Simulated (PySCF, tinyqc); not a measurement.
CIS and TDHF on RHF in the sto-3g basis, frozen core, for BeH+, spin multiplicity 1, step by step. The lowest restricted solution is unstable here: a spin-polarised one lies 0.0122 hartree lower (PySCF). One step of it, computed by the program tinyqc.

Problem. CIS matrix, singlets. A(ia,jb) = (e_a - e_i) d_ij d_ab + 2 (ia|jb) - (ij|ab).

orbital energies (hartree): MO1 -4.985200, MO2 -0.635993, MO3 -0.250820, MO4 -0.120324, MO5 -0.120324, MO6 0.076775

Two-electron integrals over orbitals (pq|rs), unique and non-zero (hartree); the lowest 1 orbital is frozen and left out:
```
p,q,r,s,(pq|rs)
2,2,2,2,0.444451
3,2,2,2,-0.063839
3,2,3,2,0.069971
3,3,2,2,0.329855
3,3,3,2,0.029693
3,3,3,3,0.416818
4,2,4,2,0.046570
4,3,4,2,0.035446
4,3,4,3,0.047381
4,4,2,2,0.346130
4,4,3,2,0.045387
4,4,3,3,0.376880
4,4,4,4,0.449859
5,2,5,2,0.046570
5,3,5,2,0.035446
5,3,5,3,0.047381
5,4,5,4,0.024249
5,5,2,2,0.346130
5,5,3,2,0.045387
5,5,3,3,0.376880
5,5,4,4,0.401360
5,5,5,5,0.449859
6,2,2,2,0.014249
6,2,3,2,-0.057471
6,2,3,3,-0.002490
6,2,4,4,-0.069761
6,2,5,5,-0.069761
6,2,6,2,0.115146
6,3,2,2,-0.056792
6,3,3,2,0.066866
6,3,3,3,0.046649
6,3,4,4,0.040879
6,3,5,5,0.040879
6,3,6,2,-0.062292
6,3,6,3,0.083902
6,4,4,2,-0.024259
6,4,4,3,-0.006365
6,4,6,4,0.021661
6,5,5,2,-0.024259
6,5,5,3,-0.006365
6,5,6,5,0.021661
6,6,2,2,0.451057
6,6,3,2,-0.067761
6,6,3,3,0.358626
6,6,4,4,0.349708
6,6,5,5,0.349708
6,6,6,2,0.037994
6,6,6,3,-0.058819
6,6,6,6,0.485999
```

Give: CIS matrix A, singlet.

Solution.

CIS matrix A, singlet (hartree):
```
,2>3,2>4,2>5,2>6
2>3,0.1953,0.0000,0.0000,-0.0582
2>4,0.0000,0.2627,0.0000,0.0000
2>5,0.0000,0.0000,0.2627,0.0000
2>6,-0.0582,0.0000,0.0000,0.4920
```
